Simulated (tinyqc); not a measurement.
Grain-boundary trapping model (Seto) of a polycrystalline semiconductor film: one step, computed by the program tinyqc. Command: `OMP_NUM_THREADS=1 python tinyqc.py 3009949 3009950 out.jsonl poly walk`. One thread of a shared host (Intel(R) Xeon(R) Processor @ 2.30GHz), about 0.01 s of CPU time with the checks.

Grains of equal size L are joined by thin boundaries with one trap level. Trapped carriers deplete a width W on each side and raise a barrier, crossed by thermionic emission. Dopants are fully ionised, statistics are non-degenerate and mu_g does not depend on T.

Problem. Barrier. N_c(T) = N_c (T/300 K)^(3/2). Filled traps Q = Q_t/(1 + (1/2) exp((E_t* - E_F)/k_B T)), where E_t* = e V_B - E_t and E_F are counted from the band edge at the grain centre. Partial depletion: Q = 2 N W, V_B = e N W^2/(2 eps eps_0), E_F = k_B T ln(N/N_c); solve for W. If that W would exceed L/2 the grain is fully depleted: W = L/2, Q = N L, and E_F follows from the trap equation. Centre density n_0 = N_c exp(E_F/k_B T).

Inputs (values chosen for the exercise, modelled on polycrystalline silicon):
```
quantity                                     value    unit
permittivity eps                              11.7       -
effective density of states at 300 K, N_c  2.1e+19  1/cm^3
grain size L                                    38      nm
trap density Q_t                           5.3e+11  1/cm^2
trap level E_t below the band edge            0.42      eV
doping N                                   5.1e+16  1/cm^3
temperature T                                  200       K
```

Grain interior: resistance included.

Constants: k_B = 8.617333262e-05 eV/K; e = 1.602176634e-19 C; eps_0 = 8.8541878128e-12 F/m.

Give: depletion width W; barrier V_B; E_F; centre density n_0.

Solution.

depletion width W = 19 nm

barrier V_B = 0.014237 V

E_F = -0.42720 eV

centre density n_0 = 1.9635e+08 1/cm^3

The grain is fully depleted, and n_0 is 3.85e-9 of N.
